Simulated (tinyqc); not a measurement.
Two-step dopant diffusion (predeposition and drive-in) with a constant diffusivity: one step, computed by the program tinyqc. Command: `OMP_NUM_THREADS=1 python tinyqc.py 3030188 3030189 out.jsonl dopdiff walk`. One thread of a shared host (Intel(R) Xeon(R) Processor @ 2.30GHz), about 0.05 s of CPU time with the checks.

Fick diffusion into a half space x > 0 whose background doping C_B is of the opposite type, so that a junction lies where C = C_B.

Task: Diffusivities. D = D0 exp(-E/(k_B T)). Temperatures in kelvin are T(C) + 273.15. Times in seconds are 60 times the minutes.

Inputs (values chosen for the exercise, modelled on antimony in silicon):

| quantity | value | unit |
|---|---|---|
| prefactor D0 | 4.44 | cm^2/s |
| activation energy E | 3.86 | eV |
| predeposition temperature T1 | 1050 | C |
| predeposition time t1 | 5 | min |
| drive-in temperature T2 | 1000 | C |

Constants: k_B = 8.617333262e-05 eV/K.

Give: D1; D2; product D1 t1.

Result:

D1 = 8.809e-15 cm^2/s

D2 = 2.331e-15 cm^2/s

product D1 t1 = 2.643e-12 cm^2
